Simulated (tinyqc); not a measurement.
One-electron ion in a basis of Gaussians, step by step. One step of it, computed by the program tinyqc.

Task: Generalised eigenproblem. Solve H C = S C e through S^(-1/2); each column has its largest component positive (the first on a tie).

H = T + V (hartree):
$$\begin{pmatrix}
-0.945003 & -0.692849 & -0.231468 & -0.053026 & -0.010541 \\
-0.692849 & -1.290024 & -0.935787 & -0.372745 & -0.094962 \\
-0.231468 & -0.935787 & -0.311675 & -0.171178 & -0.409150 \\
-0.053026 & -0.372745 & -0.171178 & 8.066271 & 6.174913 \\
-0.010541 & -0.094962 & -0.409150 & 6.174913 & 49.670034
\end{pmatrix}$$

S:
$$\begin{pmatrix}
1.000000 & 0.471532 & 0.077862 & 0.008527 & 0.000827 \\
0.471532 & 1.000000 & 0.471233 & 0.077881 & 0.008528 \\
0.077862 & 0.471233 & 1.000000 & 0.471611 & 0.077962 \\
0.008527 & 0.077881 & 0.471611 & 1.000000 & 0.471562 \\
0.000827 & 0.008528 & 0.077962 & 0.471562 & 1.000000
\end{pmatrix}$$

Give: eigenvalues of S; eigenvalues; coefficients.

Result:

eigenvalues of S: [0.269, 0.496, 0.896, 1.425, 1.914]

eigenvalues (hartree): [-1.381, -0.770, 0.586, 10.838, 60.497]

coefficients:
$$\begin{pmatrix}
0.142 & 1.082 & 0.377 & -0.083 & 0.025 \\
0.802 & -0.475 & -0.912 & 0.266 & -0.082 \\
0.226 & -0.188 & 1.106 & -0.692 & 0.228 \\
0.011 & -0.006 & 0.013 & 1.186 & -0.610 \\
0.001 & -0.001 & 0.007 & -0.054 & 1.156
\end{pmatrix}$$

For Z = 5 and l = 2 the exact lowest level is -Z^2/(2 n^2) with n = l + 1: -1.388889 hartree.
